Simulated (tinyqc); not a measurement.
Kinetic Monte Carlo and master equation for a particle on a ring of sites with traps and bias: one step, computed by the program tinyqc.

6 sites on a ring, numbered 1 to 6. The saddle between i and i+1 lies at E0 + s b_i and site i at s eps_i; a force F tilts the landscape, with the saddle half-way.

Task: Rate table. Rates: k(i to i+1) = nu exp(-(E0 + s b_i - s eps_i - F a/2)/(k_B T)), k(i to i-1) = nu exp(-(E0 + s b_(i-1) - s eps_i + F a/2)/(k_B T)). Share right = k right/(k right + k left); mean stay = 1/(k right + k left).

Inputs (values chosen for the exercise, for a model defect): reference barrier E0 = 0.81 eV; scale factor s of the disorder = 1; attempt frequency nu = 19 THz; temperature T = 800 K; site spacing a = 2.4 angstrom; force F along the ring = 0.023 eV/angstrom.

Disorder: random barriers.

site energies eps_i (eV): [0, 0, 0, 0, 0, 0]

saddle shifts b_i between sites i and i+1 (eV): [-0.062, -0.058, 0.059, -0.1, -0.042, 0.048]

Constants: k_B = 8.617333262e-05 eV/K.

Give: Rates, shares of right hops and mean stays.

Result:

Rates, shares of right hops and mean stays:
```
site  k right (1/s)  k left (1/s)  share right  mean stay (s)
1         5.501e+08     5.009e+07       0.9165      1.666e-09
2         5.191e+08     2.470e+08       0.6776      1.305e-09
3         9.510e+07     2.331e+08       0.2898      3.047e-09
4         9.546e+08     4.270e+07       0.9572      1.003e-09
5         4.116e+08     4.286e+08       0.4898      1.190e-09
6         1.115e+08     1.848e+08       0.3764      3.374e-09
```

The particle stays longest on site 6, 3.4 times as long as on the quickest site.
